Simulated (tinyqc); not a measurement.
Worked calculation: band-to-band tunnelling across a p-n junction in a two-band chain. Values are carried at full precision from step to step, so a last printed digit may differ when a step is redone from the rounded ones.

Sites alternate A at -Eg/2 and C at +Eg/2 with hopping -t; near the edges, with k counted from the zone boundary pi/a, E^2 = (Eg/2)^2 + (t a k)^2, so t = sqrt(c Eg/m)/a gives the mass m, c = hbar^2/2m0. In the gap cosh(q a) = 1 + (Eg^2/4 - e^2)/(2 t^2), e the energy from the local mid-gap. The potential is V0 = Eg + ov on the p side (left), 0 on the n side, and falls linearly over the 2N sites of the junction, V_j = V0 (1 - j/(2N + 1)), j = 1 to 2N, site 1 being A. E = Eg/2 + x ov. A half chain that ends on a site of level e1 with neighbour e2 has g = (1 + z)/(E - e1), z = exp(-/+ i k a) the root with Im g < 0, cos(k a) = (E - e1)(E - e2)/(2 t^2) - 1. S_L = t^2 g (ending on C, shifted by V0), S_R = t^2 g (starting on A). T = 4 Im(S_L) Im(S_R) |G_(1,2N)|^2.

Constants: hbar^2/2m0 = 3.80998211 eV angstrom^2.

Inputs chosen for the exercise (gap and mass near those of GaSb; the results hold for these values, not for the real material):
```
symbol  value   unit      meaning
Eg      0.757   eV        gap
m       0.0399  m0        mass of electron and light hole
a       5       angstrom  period (two sites)
ov      0.16    eV        overlap: top of the valence band on the p side above the conduction edge on the n side
N       5                 periods in the small junction
x       0.37              energy above the n-side conduction edge, as a share of ov
```

## Hopping, field and tunnelling length

Form t, V0, E, the field F = V0/((2N + 1) a/2) (1 V/angstrom = 100 MV/cm) and the length Eg/F over which E lies in the gap.

t = 1.7004 eV
V0 = 0.9170 eV
E = 0.4377 eV
F = 3.335 MV/cm
tunnelling length = 22.70 angstrom

So short a junction keeps the matrix small; its field is of the size of the 1 to 3 MV/cm of tunnel diodes.

## Self-energies of the two sides

Form cos(k a) and S for each side.

cos(k a): left -0.985048, right -0.991644

S_L, S_R (eV): [-0.05040-0.58071i, 0.02960-0.45699i]

## Recursive Green function

g_1 = 1/(E - e_1 - S_L); g_j = 1/(E - e_j - t^2 g_(j-1)), with S_R also subtracted at the last site; G_1j = G_1(j-1) (-t) g_j, G_11 = g_1; e_j is the site level plus V_j. The self-energies stand in the order S_L, S_R.

Sweep:
```
j   e_j (eV)       g_j (1/eV)      G_1j (1/eV)
1     0.4551   0.0974-1.7165i   0.0974-1.7165i
2     1.1288  -0.0380-0.1940i   0.5726-0.0789i
3     0.2884   0.6787-1.4688i  -0.4639+1.5212i
4     0.9620  -0.1027-0.1753i  -0.5346+0.1273i
5     0.1217   0.9687-0.8013i   0.7071-0.9380i
6     0.7953  -0.2058-0.1510i   0.4883-0.1468i
7    -0.0450   0.7970-0.3228i  -0.5812+0.4669i
8     0.6286  -0.3516-0.1315i  -0.4519+0.1492i
9    -0.2118   0.5705-0.1302i   0.4054-0.2448i
10    0.4619  -0.4737-0.2318i   0.4229-0.0374i
```

T = 0.1914

## WKB for the same field

T = exp(-2 I/F), I = integral of q de across the gap. Continuum: q = sqrt(Eg^2/4 - e^2)/(t a), I = pi Eg^2/(8 t a). Lattice: q from the cosh formula, 12 Gauss-Legendre points in u with e = (Eg/2) sin(u), u from -pi/2 to pi/2. F in V/angstrom is the value in MV/cm over 100.

I (eV/angstrom): continuum 0.026468, lattice 0.026428

T by WKB: continuum 0.2044, lattice 0.2049

The chain gives 0.1914, 0.934 times the lattice WKB value; the exponent is only 1.59, and reflections at the two kinks of the potential count.

## Checks

- G_(1,2N) from the sweep against inversion of the whole matrix (size): both 0.42459.

(tinyqc, `OMP_NUM_THREADS=1 python tinyqc.py 1481976 1481977 out.jsonl`, Intel(R) Xeon(R) Processor @ 2.30GHz, 1 thread, shared host, about 0.01 s.)
